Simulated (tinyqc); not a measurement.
Composition and strain of an epitaxial Si(1-x)Ge(x) layer from Raman and X-ray peaks: one step, computed by the program tinyqc. Command: `OMP_NUM_THREADS=1 python tinyqc.py 3001099 3001100 out.jsonl epiraman walk`. One thread of a shared host (Intel(R) Xeon(R) Processor @ 2.30GHz), about 0.01 s of CPU time with the checks.

A (001) layer, biaxially strained in the plane. The Raman peaks follow empirical lines omega = w0 + c1 x + c3 x^3 + b eps (c3 for Si-Ge alone), with eps the in-plane strain.

Task: X-ray (004) reflection. Bragg angle theta = arcsin(2 lambda/a) for (004), for the substrate with a_sub and the layer with a_perp; separation in arc seconds.

Inputs (values chosen for the exercise, modelled on silicon-germanium): X-ray wavelength = 1.540598 angstrom.

Substrate: silicon.

substrate constant a_sub = 5.431 angstrom

a_perp = 5.504684 angstrom

Give: theta of the substrate; theta of the layer; separation, layer less substrate.

Result:

theta of the substrate = 34.565 degree

theta of the layer = 34.038 degree

separation, layer less substrate = -1896.2 arcsec
